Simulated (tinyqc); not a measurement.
From results back to parameters: dielectric confinement in a thin film (image charges). Two cases, with inputs chosen for the exercise.

Problem. The self-energy at the centre was computed from a hidden eh.

A film |z| < t/2 of dielectric constant eps between half-spaces of dielectric constant e2; lam = (eps - e2)/(eps + e2), q = e^2/(4 pi eps0). The self-energy of a band edge is taken with the high-frequency value, e2 = eh, and the field of a fixed ion with the static one, e2 = eo. A charge at z has images lam^|n| at n t + (-1)^n z. Its self-energy is S(z) = (q/2 eps) sum over n >= 1 of lam^n [1/(n t - 2z) + 1/(n t + 2z)] for odd n and 2 lam^n/(n t) for even n; at the centre S(0) = -(q/(eps t)) ln(1 - lam).

Constants: e^2/(4 pi eps0) = 14.39964547 eV angstrom.

Find: lam; eh.

Method. lam = 1 - exp(-S(0) eps t/q), and eh = eps (1 - lam)/(1 + lam).

Case 1.

Values chosen: t = 32 angstrom (film thickness); eps = 11.7 (dielectric constant of the film).
S(0) = 45.7521 meV

Solution.

lam = 0.6957
eh = 2.1

Case 2.

Values chosen: t = 16 angstrom (film thickness); eps = 11.5 (dielectric constant of the film).
S(0) = 51.7603 meV

Solution.

lam = 0.4839
eh = 4.0

Computed by tinyqc, one run a case: `OMP_NUM_THREADS=1 python tinyqc.py N N+1 out.jsonl` with N = 1282711, 1282734; one thread of a shared Intel(R) Xeon(R) Processor @ 2.30GHz, about 0.09 s a run at most.
